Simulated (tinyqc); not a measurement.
# Image-sensor pixel with a pinned photodiode, signal and noise: two studies

A buried n layer between a heavily doped p+ surface layer and a p layer is emptied into a floating diffusion, read through a source follower with correlated double sampling (reset noise cancelled). One-dimensional abrupt junctions; no blooming, lag or crosstalk.

Inputs (values chosen for the exercise); material values close to those of silicon:
- T = 333 K (temperature)
- Eg = 1.14 eV (band gap)
- eps_r = 11.6 (relative permittivity of the semiconductor)
- Nc = 3.22e19 cm^-3 (conduction-band density of states at T)
- Nv = 3.06e19 cm^-3 (valence-band density of states at T)
- A = 22 um^2 (photodiode area)
- Nn = 4.8e16 cm^-3 (doping of the buried n layer)
- a = 340 nm (thickness of that layer)
- Np = 1.6e16 cm^-3 (doping of the p layer below)
- Vb = 0.8 V (built-in voltage)
- Cf = 1.6 fF (floating-diffusion capacitance)
- dV = 1.3 V (usable swing of the floating diffusion)
- As = 0.87 (source-follower gain)
- vn = 240 uV (read noise at the output)
- al = 0.134 1/um (absorption coefficient (light near 750 nm))
- Rf = 0.06 (optical loss before the silicon)
- x1 = 0.12 um (dead layer)
- x2 = 2.5 um (depth of collection)
- tg = 0.047 s (generation lifetime)
- Wd = 0.7 um (depleted depth)
- Jd = 1.2e7 x 1e-20 cm^4/s (diffusion dark flux per ni^2)
- pr = 0.3 % (gain non-uniformity)
- ti = 33 ms (exposure)
- Ph = 2800 (photons on the photodiode per exposure)

Constants: q = 1.602176634e-19 C, kB = 1.380649e-23 J/K, Vt = kB T/q, eps0 = 8.8541878128e-14 F/cm where lengths are in cm. Results are converted to the units shown.

Each table varies one quantity; the others keep the values above.

## Effect of the floating-diffusion capacitance

With k = 1 + Nn/Np, the two depletion regions meet at depth x = a sqrt(k)/(1 + sqrt(k)) from the p+ side; pinning voltage Vp = q Nn x^2/(2 eps0 eps_r) - Vb. Electrons in the diode at zero bias: Nn A [a - x0 (1 + 1/sqrt(k))], x0 = sqrt(2 eps0 eps_r Vb/(q Nn)). Floating-diffusion limit Cf dV/q; full well FW is the smaller of the two; conversion gain CG = q As/Cf; read noise in electrons vn/CG. QE = (1 - Rf)[exp(-al x1) - exp(-al x2)]. ni = sqrt(Nc Nv) exp(-Eg/(2 Vt)), Eg in volts; dark rates ni Wd A/tg (generation) and Jd ni^2 A (diffusion). Signal S = QE Ph; variance = S + dark rate x ti + (vn/CG)^2 + (pr S)^2; SNR = 20 log10(S/noise); dynamic range 20 log10(FW/noise at S = 0).

The same in every row: Vp (V) = 1.123; QE = 0.2526; dark rate (electrons/s) = 169.5.

Results:

| Cf (fF) | FW (electrons) | read noise (electrons) | SNR (dB) | dynamic range (dB) |
|---|---|---|---|---|
| 0.25 | 2028 | 0.4304 | 28.43 | 58.53 |
| 0.41 | 3327 | 0.7059 | 28.43 | 62.59 |
| 1.1 | 8925 | 1.894 | 28.41 | 69.38 |
| 1.8 | 1.461e4 | 3.099 | 28.38 | 71.47 |
| 3 | 2.434e4 | 5.165 | 28.28 | 72.64 |
| 4.9 | 3.976e4 | 8.437 | 28.02 | 73.14 |
| 8 | 6.491e4 | 13.77 | 27.41 | 73.34 |

Estimate the missing row, Cf = 0.67 fF.

Computed row:

| Cf (fF) | FW (electrons) | read noise (electrons) | SNR (dB) | dynamic range (dB) |
|---|---|---|---|---|
| 0.67 | 5436 | 1.154 | 28.43 | 66.30 |

With this row back in the table: As Cf goes from 0.25 to 8 fF, the SNR falls from 28.4 to 27.4 dB and the dynamic range rises from 58.5 to 73.3 dB. FW rises from 2030 to 64900 electrons and the read noise rises from 0.430 to 13.8 electrons. While the floating diffusion limits FW both scale with Cf, so the dynamic range changes only through the dark shot noise, 2.4 electrons, which weighs less as the read noise grows; the diode takes over at Cf = 15.7 fF, beyond which only the noise grows.

## Effect of the depth of collection

Same model as above.

The same in every row: Vp (V) = 1.123; FW (electrons) = 1.298e4; read noise (electrons) = 2.755; dark rate (electrons/s) = 169.5; dynamic range (dB) = 71.07.

Effect of the depth of collection:

| x2 (um) | QE | SNR (dB) |
|---|---|---|
| 0.8 | 0.08056 | 23.28 |
| 1.3 | 0.1353 | 25.62 |
| 2 | 0.2060 | 27.49 |
| 3.2 | 0.3128 | 29.33 |
| 5 | 0.4440 | 30.85 |
| 8 | 0.6032 | 32.18 |
| 13 | 0.7603 | 33.17 |
| 20 | 0.8606 | 33.70 |

As x2 goes from 0.8 to 20 um, the SNR rises from 23.3 to 33.7 dB and the dynamic range stays at 71.1 dB. QE rises from 0.0806 to 0.861; the absorption length is 7.46 um.

tinyqc, about 0.01 s, one thread, Intel Xeon 2.30GHz (shared host): `OMP_NUM_THREADS=1 python tinyqc.py 2630136 2630137 out.jsonl`
